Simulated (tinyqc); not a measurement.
Froehlich polaron in a polar crystal: one step, computed by the program tinyqc. Command: `OMP_NUM_THREADS=1 python tinyqc.py 3029496 3029497 out.jsonl frohlich walk`. One thread of a shared host (Intel(R) Xeon(R) Processor @ 2.30GHz), about 0.04 s of CPU time with the checks.

One electron in a parabolic band of mass m*, coupled to dispersionless LO phonons in the continuum model. Energies are in units of hbar omega unless marked, wave numbers in k_0 = sqrt(2 m* omega/hbar).

Question. Second-order perturbation theory. At T = 0 and k < k_0: E(k) = (k/k_0)^2 - alpha arcsin(k/k_0)/(k/k_0); so E(0) = -alpha, 1/m_p = (1 - alpha/6)/m*, and the mean number of phonons in the cloud at k = 0 is alpha/2. The Lee-Low-Pines variational state gives the same E(0) and m_p = m* (1 + alpha/6).

Inputs (values chosen for the exercise, modelled on silicon carbide): LO phonon energy hbar omega = 123 meV; electron wave number k/k_0 = 0.51.

coupling constant alpha = 0.3018441

Give: energy shift at k = 0; E(k); m*/m_p, second order; m_p/m*, Lee-Low-Pines; phonons in the cloud.

Answer.

energy shift at k = 0 = -37.127 meV

E(k) = -0.056650 hbar omega

m*/m_p, second order = 0.94969

m_p/m*, Lee-Low-Pines = 1.0503

phonons in the cloud = 0.15092
